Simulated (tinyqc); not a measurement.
What moves the results: Tamm state at the end of a one-band chain. A value that a table varies takes the place of the one given here.

A half-infinite chain with site energy 0 and hopping -t, band E = -2t cos(ka); the end site has energy D. The surface Green function of the unperturbed half chain is g = (E -/+ sqrt(E^2 - 4t^2))/(2t^2), the root with |t g| <= 1 and Im g <= 0, and with the shift G = g/(1 - D g).

Parameters, chosen for this exercise: t = 0.86 eV (hopping); a = 3.5 angstrom (spacing); D = -2.48 eV (shift of the end site); E = -0.32 eV (energy in the band).

## Threshold for a surface state

For |D| > t: E = D + t^2/D, weight on the end site 1 - t^2/D^2, decay length of the amplitude a/ln|D/t|; a dash: no bound state. The last column is the surface density -Im G/pi at E = 0.

Against D:
```
D/t,D (eV),E (eV),end weight,decay length (angstrom),density at E = 0 (1/eV)
-3.00,-2.580,-2.8667,0.8889,3.19,0.0370
-2.00,-1.720,-2.1500,0.7500,5.05,0.0740
-1.40,-1.204,-1.8183,0.4898,10.40,0.1250
-1.10,-0.946,-1.7278,0.1736,36.72,0.1675
-0.80,-0.688,-,-,-,0.2257
0.50,0.430,-,-,-,0.2961
0.95,0.817,-,-,-,0.1945
1.05,0.903,1.7220,0.0930,71.74,0.1760
1.30,1.118,1.7795,0.4083,13.34,0.1376
2.50,2.150,2.4940,0.8400,3.82,0.0511
```

How do the results move?

A state splits off only for |D| > t = 0.86 eV, although in the middle of an endless chain any shift binds one. Just past the threshold, at D/t = 1.05, it lies 2.0 meV outside the band and spreads over 71.7 angstrom; at D/t = -3 it holds 89 % of the end site, and the density left at the band centre has fallen to 0.10 of the clean value.

## What each parameter does

E = D + t^2/D, weight 1 - (t/D)^2, decay length -a/ln|t/D|, surface density -Im G/pi at E. Each row changes one parameter from the base and keeps the others.

Results:
```
case,bound level (eV),weight,decay (angstrom),density (1/eV)
base,-2.7782,0.8797,3.305,0.0441
t = 0.903 eV,-2.8088,0.8674,3.464,0.0458
D = -2.976 eV,-3.2245,0.9165,2.819,0.0311
a = 3.85 angstrom,-2.7782,0.8797,3.635,0.0441
E = -0.16 eV,-2.7782,0.8797,3.305,0.0420
```

How do the results move?

The largest shifts from the base row, up to three for each result and ties (the steps differ in size, so this ranks the rows, not the parameters). bound level (eV): D -0.4463, t -0.0306; unchanged at the printed digits by a and E. weight: D +0.0367, t -0.0123; unchanged at the printed digits by a and E. decay (angstrom): D -0.485, a +0.330, t +0.160; unchanged at the printed digits by E. density (1/eV): D -0.0130, E -0.0021, t +0.0017; unchanged at the printed digits by a.

Run: tinyqc, `OMP_NUM_THREADS=1 python tinyqc.py 1481051 1481052 out.jsonl`; Intel(R) Xeon(R) Processor @ 2.30GHz, one thread, shared host; about 0.01 s of CPU time with all checks.
